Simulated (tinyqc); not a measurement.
Cap thickness from the capacitance plateau.

Question. With only the buried channel on, 1/C = 1/Cox + (tc + zc)/(eps0 eps_r), Cox = eps0 eox/tox. Find tc and the oxide-equivalent thickness 3.9 eps0/C.

Values chosen for this exercise; band and dielectric values close to those of silicon:
```
symbol  value  unit                                                                 meaning
eps_r    11.8                                                         relative permittivity
eox      24.6        relative permittivity of the gate insulator (close to zirconium oxide)
tox       8.4    nm                                                     insulator thickness
zc        0.8    nm                    depth of the hole centroid below the top of the SiGe
```

Constants: eps0 = 8.8541878128e-14 F/cm where lengths are in cm. Results are converted to the units shown.

plateau of C/Cox with only the buried channel on = 0.39778473

Solution. The cap and the centroid act as a second capacitor in series with the insulator.

tc = 5.300 nm
equivalent thickness = 3.348 nm

Numbers from tinyqc (`OMP_NUM_THREADS=1 python tinyqc.py 2042187 2042188 out.jsonl`; about 0.02 s on one thread of a shared Intel Xeon 2.30GHz).
